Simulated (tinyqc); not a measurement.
# CMOS latch-up, two-transistor model: several studies

A parasitic pnp (emitter at Vdd, base shunted by Rw) and npn (emitter at ground, base shunted by Rs) feed each other: the npn collector current flows out of the pnp base node, the pnp collector current into the npn base node. Forward-active transistors with constant gains: Icn = Isn exp(Vn/Vt), Icp = Isp (exp(Vp/Vt) - 1). A current Ii is injected into the npn base node.

Values chosen for this exercise; values close to those of bulk CMOS: temperature T = 300 K; current gain of the npn bn = 13.4; current gain of the pnp bp = 3.9; saturation current of the npn at T Isn = 5.2e-15 A; saturation current of the pnp at T Isp = 2e-16 A; substrate resistance shunting the npn Rs = 64 ohm; well resistance shunting the pnp Rw = 1500 ohm; resistance from the pnp collector to the npn base R2 = 130 ohm; base-emitter voltage in the on state Von = 0.69 V; saturation voltage Vsat = 0.2 V; supply voltage Vdd = 1.2 V.

Constants: q = 1.602176634e-19 C, kB = 1.380649e-23 J/K, Vt = kB T/q. Results are converted to the units shown.

Each table varies one quantity; the others keep the values above.

## Effect of the substrate resistance shunting the npn

Node equations: Vp/Rw + Icp/bp = Icn and Vn/Rs + Icn/bn = Icp + Ii. Loop gain G = gn gp/[(1/Rw + gp/bp)(1/Rs + gn/bn)], gn = Icn/Vt, gp = (Icp + Isp)/Vt; the off state ends where G = 1, and Ii there is the trigger current. On state with both base-emitter voltages at Von: npn base current Ib = (Von/Rs + bp Von/Rw)/(bn bp - 1), holding current Ih = (bn + 1) Ib + Von/Rs, holding voltage Vh = Vsat + Von + R2 (Ib + Von/Rs).

Effect of the substrate resistance shunting the npn:

| Rs (ohm) | Vn at trigger (V) | trigger current (mA) | Ih (mA) | Vh (V) |
|---|---|---|---|---|
| 6.4 | 0.6739 | 103.2 | 138.6 | 15.18 |
| 12 | 0.6599 | 54.49 | 74.16 | 8.515 |
| 24 | 0.6531 | 27.16 | 37.33 | 4.705 |
| 46 | 0.6513 | 14.16 | 19.72 | 2.883 |
| 89 | 0.6503 | 7.323 | 10.43 | 1.922 |
| 170 | 0.6495 | 3.844 | 5.703 | 1.432 |
| 330 | 0.6489 | 1.992 | 3.182 | 1.172 |
| 640 | 0.6484 | 1.040 | 1.885 | 1.037 |

What does the comparison show?

As Rs goes from 6.4 to 640 ohm, the trigger current falls from 103 to 1.04 mA, Ih falls from 139 to 1.88 mA and Vh falls from 15.2 to 1.04 V. Vh exceeds the supply Vdd = 1.2 V, which then cannot sustain a latched state, in 6 of the 8 rows. The trigger current goes as Rs^(-1.00): most of it flows through the shunt. For Rs = 6.4, 12 the holding current passes 50 mA, where high injection lowers the gains.

## Effect of the current gain of the pnp

Same model as above.

Result of one run:

| bp | Vn at trigger (V) | trigger current (mA) | Ih (mA) | Vh (V) |
|---|---|---|---|---|
| 0.73 | 0.6615 | 10.24 | 29.01 | 2.456 |

What becomes of these results when the current gain of the pnp bp is changed from 0.73 to 0.09, all else the same?

Result of the changed run:

| bp | Vn at trigger (V) | trigger current (mA) | Ih (mA) | Vh (V) |
|---|---|---|---|---|
| 0.09 | 0.7563 | 11.46 | 767.3 | 9.121 |

The whole series:

| bp | Vn at trigger (V) | trigger current (mA) | Ih (mA) | Vh (V) |
|---|---|---|---|---|
| 0.09 | 0.7563 | 11.46 | 767.3 | 9.121 |
| 0.18 | 0.7067 | 10.72 | 121.6 | 3.292 |
| 0.36 | 0.6813 | 10.41 | 52.00 | 2.664 |
| 0.73 | 0.6615 | 10.24 | 29.01 | 2.456 |
| 1.5 | 0.6525 | 10.19 | 19.43 | 2.370 |
| 3 | 0.6510 | 10.18 | 15.25 | 2.332 |
| 6 | 0.6505 | 10.18 | 13.24 | 2.314 |
| 12 | 0.6503 | 10.17 | 12.25 | 2.305 |

As bp goes from 0.09 to 12, the trigger current falls from 11.5 to 10.2 mA, Ih falls from 767 to 12.3 mA and Vh falls from 9.12 to 2.30 V. Vh exceeds the supply Vdd = 1.2 V, which then cannot sustain a latched state, in 8 of the 8 rows. For bp = 0.045 the product of the gains is about one or less, so there is no latched state. For bp = 0.09, 0.18, 0.36 the holding current passes 50 mA, where high injection lowers the gains. For bp = 0.09, 0.18 Vn at the trigger exceeds the fixed Von of the on-state formulas, so Ih and Vh are too low there.

## Effect of the well resistance shunting the pnp

Same model as above.

Results:

| Rw (ohm) | Vn at trigger (V) | trigger current (mA) | Ih (mA) | Vh (V) |
|---|---|---|---|---|
| 150 | 0.7102 | 11.40 | 18.85 | 2.364 |
| 560 | 0.6759 | 10.63 | 15.16 | 2.331 |
| 1100 | 0.6586 | 10.31 | 14.50 | 2.325 |
| 2100 | 0.6423 | 10.04 | 14.17 | 2.322 |
| 4000 | 0.6270 | 9.772 | 14.00 | 2.321 |
| 7800 | 0.6165 | 9.530 | 13.91 | 2.320 |
| 15000 | 0.6143 | 9.370 | 13.86 | 2.319 |

Estimate the missing row, Rw = 290 ohm.

Computed row:

| Rw (ohm) | Vn at trigger (V) | trigger current (mA) | Ih (mA) | Vh (V) |
|---|---|---|---|---|
| 290 | 0.6930 | 10.97 | 16.42 | 2.342 |

With this row back in the table: As Rw goes from 150 to 15000 ohm, the trigger current falls from 11.4 to 9.37 mA, Ih falls from 18.8 to 13.9 mA and Vh falls from 2.36 to 2.32 V. Vh exceeds the supply Vdd = 1.2 V, which then cannot sustain a latched state, in 8 of the 8 rows. For Rw = 150, 290 Vn at the trigger exceeds the fixed Von of the on-state formulas, so Ih and Vh are too low there.

tinyqc, about 0.04 s, one thread, Intel Xeon 2.30GHz (shared host): `OMP_NUM_THREADS=1 python tinyqc.py 2670060 2670061 out.jsonl`
